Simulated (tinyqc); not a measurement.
Delta-doped layer in the Thomas-Fermi potential: sweeps and comparisons. A value that a table varies takes the place of the one given here.

All donors ionised in the plane z = 0, zero temperature, energies from the Fermi level EF of the Thomas-Fermi model, which lies at the bulk band edge; c = hbar^2/2m0, q = e^2/(4 pi eps0). gv = 4 equivalent valleys, m_d = sqrt(m3^3/mz) in the plane. With n = (gv/3 pi^2)(m3 (-V)/c)^(3/2) and V'' = -(4 pi q/eps) n for z > 0, the solution is V = -b/(|z| + z0)^4 with sqrt(b) = 20/K, K = (4 pi q/eps)(gv/3 pi^2)(m3/c)^(3/2), and z0^5 = 4b/(e F0), e F0 = 2 pi q N/eps; 1e13/cm^2 = 1e-3/angstrom^2. Exchange and correlation are left out.

Subbands solve -(c/m_z) psi'' + V psi = E psi on 1280 points of spacing z0/80; up to ten levels for each group, kept if bound with an rms width below 2.5 z0.

Constants: hbar^2/2m0 = 3.80998211 eV angstrom^2; e^2/(4 pi eps0) = 14.39964547 eV angstrom.

Inputs chosen for the exercise (near those of a delta-doped layer in Ge; shifted at random, so the results belong to these values and not to a real crystal): m3 = 0.228 m0 (density-of-states mass of a valley); mz = 0.123 m0 (mass along z); eps = 16.1 (dielectric constant); Nl = (0.064, 0.13, 0.26, 0.45, 0.77, 1.3, 2) x 1e13/cm^2 (sheet densities); N = 0.64 x 1e13/cm^2 (donor sheet density).

## Doping density

The well, the lowest level and the filling anew; at zero temperature n_i = g m_d (mu - E_i)/(2 pi c), with mu fixed by sum n_i = N.

Results:

| N (1e13/cm^2) | z0 (angstrom) | depth (eV) | lowest (eV) | next - lowest (eV) | occupied | share of lowest (%) |
|---|---|---|---|---|---|---|
| 0.064 | 97.9 | 0.0088 | -0.0013 | - | 1 | 100.0 |
| 0.13 | 85.0 | 0.0155 | -0.0028 | - | 1 | 100.0 |
| 0.26 | 74.0 | 0.0270 | -0.0056 | - | 1 | 100.0 |
| 0.45 | 66.3 | 0.0419 | -0.0098 | - | 1 | 100.0 |
| 0.77 | 59.5 | 0.0644 | -0.0166 | - | 1 | 100.0 |
| 1.3 | 53.6 | 0.0979 | -0.0276 | - | 1 | 100.0 |
| 2.0 | 49.2 | 0.1382 | -0.0418 | - | 1 | 100.0 |

The depth grows as N^(4/5) and z0 shrinks as N^(-1/5): factors 15.7 and 1.99 for 31 times the doping. The lowest level deepens faster, with exponent 1.00, since the zero-point energy takes a smaller share of a deeper well (85 % falling to 70 %). The number of occupied subbands stays at 1. Up to N = 0.26 the donor spacing exceeds 1.5 Bohr radii (one radius, a0 eps/m with the density-of-states mass, is 37 angstrom), where a uniform sheet is a crude picture of discrete donors (beyond about three radii electrons stay on single donors).

## What each parameter does

z0, depth, lowest level and its rms width. Each row changes one parameter from the base and keeps the others.

Results:

| case | z0 (angstrom) | depth (eV) | lowest (eV) | rms z (angstrom) |
|---|---|---|---|---|
| base | 61.79 | 0.0556 | -0.0138 | 39.00 |
| N = 1.02 x 1e13/cm^2 | 56.29 | 0.0807 | -0.0218 | 31.66 |
| eps = 14.5 | 58.02 | 0.0579 | -0.0139 | 38.61 |
| m3 = 0.262 m0 | 56.84 | 0.0511 | -0.0113 | 42.11 |
| mz = 0.105 m0 | 61.79 | 0.0556 | -0.0128 | 43.12 |

The largest shifts from the base row, up to three for each result and ties (the steps differ in size, so this ranks the rows, not the parameters). z0 (angstrom): N -5.50, m3 -4.94, eps -3.76; unchanged at the printed digits by mz. depth (eV): N +0.0251, m3 -0.0044, eps +0.0024; unchanged at the printed digits by mz. lowest (eV): N -0.0080, m3 +0.0025, mz +0.0010. rms z (angstrom): N -7.33, mz +4.12, m3 +3.11.

Computed by tinyqc, a small Python program: `OMP_NUM_THREADS=1 python tinyqc.py 1250985 1250986 out.jsonl` (the numbers bound the seed that draws the inputs); one thread of a shared host (Intel(R) Xeon(R) Processor @ 2.30GHz), about 0.05 s for the whole set of steps.
